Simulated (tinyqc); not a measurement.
## Series resistance and length offset from two lengths at two overdrives

Question. In strong inversion R W = Rsd + k(x)(L - dL), k(x) = (1 + th1 x)/(mu0 Cox x), x the overdrive, Cox = eps0 eox/tox, with Rsd and dL independent of x. Find dL, Rsd, mu0 and th1.

Values chosen for this exercise:
- eox = 9.27 (relative permittivity of the gate insulator (close to aluminium oxide))
- tox = 7.8 nm (insulator thickness)

Constants: eps0 = 8.8541878128e-14 F/cm where lengths are in cm. Results are converted to the units shown.

total resistance times width (ohm um):
```
                  L = 0.068 um  L = 0.95 um
overdrive 0.59 V    793.793981   10079.5173
overdrive 1.12 V    537.051137   6284.53713
```

Answer. At each overdrive R W is a straight line in L; the two lines cross at L = dL, R W = Rsd. Their slopes give k x = (1 + th1 x)/(mu0 Cox), a straight line in x.

dL = 0.00400 um
Rsd = 120 ohm um
mu0 = 190 cm^2/(V s)
th1 = 0.410 1/V

Numbers from tinyqc (`OMP_NUM_THREADS=1 python tinyqc.py 2210072 2210073 out.jsonl`; about 0.01 s on one thread of a shared Intel Xeon 2.30GHz).
